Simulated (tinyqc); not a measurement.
Worked calculation: avalanche multiplication and breakdown of a junction from ionisation integrals. Computed by tinyqc, a small Python program that keeps every step. Command: `OMP_NUM_THREADS=1 python tinyqc.py 3028349 3028350 out.jsonl impact walk`. One thread of a shared host (Intel(R) Xeon(R) Processor @ 2.30GHz), about 0.01 s of CPU time with the checks. Intermediate numbers are printed to about 5 digits and carried at full precision; extremes and crossings named in words are read from the listed rows.

Ionisation coefficients follow the local field. Position x runs through the depletion layer from the p side (x = 0), where electrons enter, to the n side (x = w), where holes enter. The built-in voltage is neglected.

Inputs (values chosen for the exercise, modelled on GaAs):
```
quantity                                      value        unit
electron prefactor a_n                       172000        1/cm
electron field b_n                           579000        V/cm
hole prefactor a_p                           236000        1/cm
hole field b_p                               667000        V/cm
exponent c                                      1.8           -
permittivity eps                               12.9           -
layer width W                                   1.7  micrometre
bias as a fraction of the breakdown voltage     0.8           -
```

Junction: p-i-n with uniform field.

Constants: e = 1.602176634e-19 C; eps_0 = 8.8541878128e-12 F/m.

## Breakdown

alpha_n = a_n exp(-(b_n/F)^c), alpha_p = a_p exp(-(b_p/F)^c). Uniform field F = F_m, w = W, V = F_m W. With Phi(x) = int_0^x (alpha_n - alpha_p) dx': 1 - 1/M_n = I_n = int_0^w alpha_n exp(-Phi) dx and M_p = M_n exp(-Phi(w)); trapezoid rule on 401 even points; breakdown at I_n = 1. Solve I_n(F_m) = 1.

critical field F_m = 0.30890 MV/cm

width at breakdown = 1.7 micrometre

breakdown voltage = 52.513 V

## Coefficients at the critical field

The formulas are those given above.

alpha_n = 7760.5 1/cm

alpha_p = 4334.9 1/cm

ratio k = alpha_p/alpha_n = 0.55858

shorter ionisation length = 1.2886 micrometre

Electrons ionise more readily at the peak field. For a uniform field the condition reads (alpha_n - alpha_p) W = ln(alpha_n/alpha_p): 0.5824 against 0.5824.

## Field and integrand below breakdown

Bias V = fraction times the breakdown voltage.

peak field = 0.24712 MV/cm

Every 50th point:
```
x (micrometre)  F (MV/cm)  alpha_n (1/cm)  alpha_p (1/cm)      Phi  I_n up to x
0.0000            0.24712          1677.8          601.03  0.00000      0.00000
0.2125            0.24712          1677.8          601.03  0.02288      0.03525
0.4250            0.24712          1677.8          601.03  0.04576      0.06970
0.6375            0.24712          1677.8          601.03  0.06864      0.10337
0.8500            0.24712          1677.8          601.03  0.09152      0.13628
1.0625            0.24712          1677.8          601.03  0.11441      0.16845
1.2750            0.24712          1677.8          601.03  0.13729      0.19988
1.4875            0.24712          1677.8          601.03  0.16017      0.23061
1.7000            0.24712          1677.8          601.03  0.18305      0.26064
```

## Multiplication and noise

M_n = 1/(1 - I_n), M_p = M_n exp(-Phi(w)); McIntyre excess noise for the carrier with the larger M, F_x = k M + (1 - k)(2 - 1/M), with k = (smaller M - 1)/(larger M - 1).

M_n = 1.3525

M_p = 1.1263

effective k = 0.35823

excess noise factor = 1.2936

Injecting electrons gives the larger gain and, at equal gain, the lower noise.

## Gain against bias and Miller's formula

Miller's exponent n is defined by 1 - 1/M = (V/V_B)^n for the larger M.

Gain:
```
V/V_B   V (V)  F_m (MV/cm)     M_n     M_p  Miller exponent n
0.50   26.257      0.15445   1.001   1.000             10.696
0.60   31.508      0.18534   1.012   1.002              8.615
0.70   36.759      0.21623   1.085   1.021              7.129
0.80   42.011      0.24712   1.353   1.126              6.026
0.90   47.262      0.27801   2.365   1.632              5.217
0.95   49.888      0.29346   4.495   2.790              4.906
0.98   51.463      0.30272  10.938   6.370              4.746
0.99   51.988      0.30581  21.692  12.370              4.696
```

The larger gain passes 2 between 0.800 and 0.900 of V_B and reaches 21.7 at 0.99. Miller's exponent runs from 4.7 to 11, so it is not a constant: a fit holds over a narrow range only. From the first row to the last the voltage grows by a factor 1.98 and the peak field by 1.98.

Checks made by the program: the hole form of the condition, int alpha_p exp(Phi(w) - Phi) dx = 1 (relative difference 1e-07).
